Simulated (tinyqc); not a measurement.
Inside a calculation. Method: UHF in the sto-3g basis, for H2, spin multiplicity 1. One step of it, computed by the program tinyqc.

Question. Iteration 4: diagonalisation and new density. A level shift of 0.2 hartree raises the virtual space: F + shift (S - S D(s) S), with D(s) the density of one spin. Diagonalise F' = X^T F X, C = X C', fill 1 alpha and 1 beta electrons from the bottom; D(s) = C_occ C_occ^T. Each column has its largest component positive (the first on a tie).

F(alpha) (hartree):
```
           1H 1s      2H 1s
1H 1s  -0.353717  -0.289529
2H 1s  -0.289529   0.081464
```

F(beta) (hartree):
```
           1H 1s      2H 1s
1H 1s   0.081464  -0.289529
2H 1s  -0.289529  -0.353717
```

X:
```
           1H 1s      2H 1s
1H 1s   1.029742  -0.143696
2H 1s  -0.143696   1.029742
```

D(alpha) after iteration 3:
```
          1H 1s     2H 1s
1H 1s  0.716546  0.295354
2H 1s  0.295354  0.121742
```

D(beta) after iteration 3:
```
          1H 1s     2H 1s
1H 1s  0.121742  0.295354
2H 1s  0.295354  0.716546
```

overlap S:
```
          1H 1s     2H 1s
1H 1s  1.000000  0.273760
2H 1s  0.273760  1.000000
```

Give: F' = X^T F X; orbital energies; coefficients C; F' = X^T F X; orbital energies; coefficients C; D(alpha) after iteration 4; D(beta) after iteration 4.

Answer.

F' = X^T F X (alpha) (hartree):
```
        1       2
1  -0.245  -0.355
2  -0.355   0.322
```

orbital energies (alpha) (hartree): MO1 -0.416, MO2 0.493

coefficients C (alpha):
```
         MO1     MO2
1H 1s  0.866  -0.576
2H 1s  0.317   0.990
```

F' = X^T F X (beta) (hartree):
```
        1       2
1   0.322  -0.355
2  -0.355  -0.245
```

orbital energies (beta) (hartree): MO1 -0.416, MO2 0.493

coefficients C (beta):
```
         MO1     MO2
1H 1s  0.317   0.990
2H 1s  0.866  -0.576
```

D(alpha) after iteration 4:
```
       1H 1s  2H 1s
1H 1s  0.749  0.274
2H 1s  0.274  0.100
```

D(beta) after iteration 4:
```
       1H 1s  2H 1s
1H 1s  0.100  0.274
2H 1s  0.274  0.749
```
